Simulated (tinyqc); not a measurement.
Phonon transmission through an interface between two chains by Green functions: one step, computed by the program tinyqc. Command: `OMP_NUM_THREADS=1 python tinyqc.py 3001729 3001730 out.jsonl agf walk`. One thread of a shared host (Intel(R) Xeon(R) Processor @ 2.30GHz), about 0.01 s of CPU time with the checks.

Two semi-infinite chains (masses m_1, m_2; springs k_1, k_2), motion along the chain. The central region holds the end atom of each chain and two interlayer atoms of mass m_b, joined by springs k_b. lambda = omega^2 in eV/(angstrom^2 u); nu = 15.6333042 THz x sqrt(lambda).

Problem. Band tops and impedances. nu_max = 15.6333042 THz x 2 sqrt(k/m); impedance Z = sqrt(k m); long-wave transmission 4 Z_1 Z_2/(Z_1 + Z_2)^2; the probe frequency is the given share of the lower band top.

Inputs (values chosen for the exercise, for two model chains):
```
quantity                          value           unit
mass m_1                           30.4              u
spring k_1                         12.8  eV/angstrom^2
mass m_2                           36.5              u
spring k_2                         11.9  eV/angstrom^2
probe frequency / lower band top   0.61              -
```

Atoms in the interlayer: two.

Constants: nu for 1 eV/(angstrom^2 u) = 15.6333042 THz.

Give: band top of chain 1; band top of chain 2; Z_1; Z_2; long-wave transmission; probe frequency.

Solution.

band top of chain 1 = 20.29 THz

band top of chain 2 = 17.85 THz

Z_1 = 19.73 sqrt(eV u)/angstrom

Z_2 = 20.84 sqrt(eV u)/angstrom

long-wave transmission = 0.9992

probe frequency = 10.89 THz
